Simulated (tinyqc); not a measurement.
# Biaxially strained (001) channel, valley splitting in an inversion layer: effect of the inversion density

A thin layer grown on a relaxed buffer is stretched in the plane. The two valleys with their long axis along the growth direction (D2) sink against the four in-plane ones (D4); confinement in a triangular well splits them too. Only the lowest subband of each set is kept; one relaxation time, so the weakening of intervalley scattering is left out.

e_par = b1 x, e_perp = -2 (c12/c11) e_par, splitting D = Xu (e_par - e_perp), in-plane stress (c11 + c12 - 2 c12^2/c11) e_par. Levels E(m) = 2.33811 (hbar^2 q^2 F^2/(2 m))^(1/3): E2 = E(ml), E4 = E(mt) + D; N2 = 2 mt kB T/(pi hbar^2), N4 = 4 sqrt(mt ml) kB T/(pi hbar^2). EF solves Ns = N2 ln(1 + exp((EF - E2)/Vt)) + N4 ln(1 + exp((EF - E4)/Vt)); f2 is the share in D2, and 1/mc = f2/mt + (1 - f2)(1/mt + 1/ml)/2. The gain is mc(x = 0)/mc.

Values chosen for this exercise; values close to those of silicon on relaxed silicon-germanium:
- T = 300 K (temperature)
- x = 0.08 (germanium share of the relaxed buffer)
- b1 = 0.0418 (lattice mismatch per unit x)
- c11 = 169 GPa (elastic constant)
- c12 = 62.6 GPa (elastic constant)
- Xu = 9.16 eV (shear deformation potential)
- ml = 0.921 m0 (longitudinal mass)
- mt = 0.19 m0 (transverse mass)
- F = 0.57 MV/cm (confining field)

Constants: q = 1.602176634e-19 C, kB = 1.380649e-23 J/K, hbar = 1.054571817e-34 J s, m0 = 9.1093837015e-31 kg, Vt = kB T/q, hbar^2/(2 m0) = 0.0380998212 eV nm^2. Results are converted to the units shown.

The same in every row: D (meV) = 53.32.

Results:
```
Ns (cm^-2)  f2 without strain      f2  mc (m0)   gain
2e11                   0.8463  0.9773   0.1917  1.055
3.9e11                 0.8438  0.9768   0.1918  1.056
7.5e11                 0.8390  0.9758   0.1918  1.058
1.4e12                 0.8302  0.9739   0.1920  1.061
5.4e12                 0.7704  0.9569   0.1933  1.081
1e13                   0.6986  0.9229   0.1960  1.101
2e13                   0.5699  0.7997   0.2064  1.110
```

Estimate the missing row, Ns = 2.8e12 cm^-2.

Computed row:
```
Ns (cm^-2)  f2 without strain      f2  mc (m0)   gain
2.8e12                 0.8102  0.9690   0.1924  1.068
```

With this row back in the table: As Ns goes from 2e11 to 2e13 cm^-2, f2 falls from 0.977 to 0.800 (without strain: it falls from 0.846 to 0.570) and the gain rises from 1.06 to 1.11. For Ns = 1e13 to 2e13 cm^-2 the second D2 subband, left out here, lies within 2 Vt of EF or below it.

Numbers from tinyqc (`OMP_NUM_THREADS=1 python tinyqc.py 2530064 2530065 out.jsonl`; about 0.01 s on one thread of a shared Intel Xeon 2.30GHz).
